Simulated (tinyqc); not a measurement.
Worked calculation: Wannier function of the lower band of a two-orbital chain. Values are carried at full precision from step to step, so a last printed digit may differ when a step is redone from the rounded ones.

H(k) = [[-d/2 - 2 ta cos k, -t1 - t2 exp(-ik)], [-t1 - t2 exp(ik), d/2 - 2 tb cos k]], k in 1/a, Bloch sums with exp(ikR) and without the positions inside the cell. Mesh k_j = 2 pi j/N. Projection gauge: each lower eigenvector u is multiplied by the phase that makes <trial|u> real and positive (the one-band case of Loewdin orthogonalisation). Wannier amplitudes w(R) = (1/N) sum_k exp(ikR) u(k); hoppings H(R) = (1/N) sum_k exp(-ikR) E(k).

Inputs chosen for the exercise: d = -0.11 eV (A at -d/2, B at +d/2); t1 = 2.02 eV (A-B in the cell); t2 = 1.1 eV (B to A of the next cell); ta = 0.15 eV (A-A between cells); tb = 0.23 eV (B-B between cells); N = 5 (k points); th = 45 degrees (trial orbital cos(th) A + sin(th) B in cell 0); xb = 0.64 a (position of B (A at 0)); a = 3.2 angstrom (period); kq = 1.73 1/a (point off the mesh).

## Bloch states in the projection gauge

Diagonalise at each mesh point and fix the phase.

Mesh:
```
j  E lower (eV)  E upper (eV)               u_A               u_B  |<trial|u>|
0       -3.5029        2.7429           0.69165           0.72223       0.9998
1       -2.7001        2.4652  0.68054-0.14641i  0.70285+0.14641i       0.9782
2       -0.9946        1.6094  0.68610-0.18167i  0.68063+0.18167i       0.9664
3       -0.9946        1.6094  0.68610+0.18167i  0.68063-0.18167i       0.9664
4       -2.7001        2.4652  0.68054+0.14641i  0.70285-0.14641i       0.9782
```

The projection is smallest at j = 2 and 3 (0.9664); the gauge is smooth as long as it stays away from zero.

## The Wannier function

w(R) = (1/N) sum_j exp(2 pi i j R/N) u_j, for the N cells nearest the origin; it is real.

Amplitudes:
```
R      on A     on B
-2   0.0376  -0.0336
-1  -0.0980   0.1095
0    0.6850   0.6978
1    0.0988  -0.0873
2   -0.0318   0.0358
```

norm = 1.0000

Cell 0 holds 95.6 % of the weight.

## Centre and spread in real space

Point-like orbitals at R (A) and R + xb (B): centre <x>, spread <x^2> - <x>^2.

centre in units of a = 0.321
centre in angstrom = 1.027
spread = 1.623 angstrom^2

## The same from overlaps (Marzari-Vanderbilt)

b = 2 pi/N; M_j = u_j^+ diag(1, exp(-i b xb)) u_(j+1), with u_N = u_0. Centre = -(1/2 pi) sum arg M_j; gauge-invariant part Omega_I = (1/(N b^2)) sum (1 - |M_j|^2); gauge-dependent part Omega_D = (1/(N b^2)) sum (arg M_j + b centre)^2.

Overlaps:
```
j   |M_j|  arg M_j (rad)
0  0.9813        -0.4127
1  0.9389        -0.4021
2  0.6044        -0.3943
3  0.9389        -0.4021
4  0.9813        -0.4127
```

centre from overlaps = 0.322 a
Omega_I = 0.1198 a^2
Omega_D = 0.0000 a^2

The centre is the Berry phase over 2 pi and does not depend on the trial orbital (modulo a). Omega_D is 0.0 % of the total; in one dimension a gauge that spreads the phase evenly removes it. The total is 0.1198 a^2, against 0.1553 a^2 (centre 0.321 a) in real space on 96 cells.

## Hoppings and interpolation

H(R) = (1/N) sum_j E_j cos(2 pi j R/N) for R = 0 to N/2. Interpolation: E(k) = H(0) + 2 sum H(R) cos(kR), the term R = N/2 of an even mesh counted once.

H(0), H(1), ... (eV): -2.1784  -0.7125  0.0502

interpolated E(kq) = -2.0480 eV

The exact value is -2.0816 eV; the interpolation is off by +33.7 meV. Though the chain has short hoppings, the single band has longer ones, made by paths through the other orbital, which the tails of the Wannier function carry.

## Checks

- Centre from overlaps against the real-space centre on 200 points: both 0.3206.
- Omega_I + Omega_D against the real-space spread on 200 points: both 0.155.

Program tinyqc; command `OMP_NUM_THREADS=1 python tinyqc.py 1480183 1480184 out.jsonl`; about 0.2 s on one thread of a shared Intel(R) Xeon(R) Processor @ 2.30GHz.
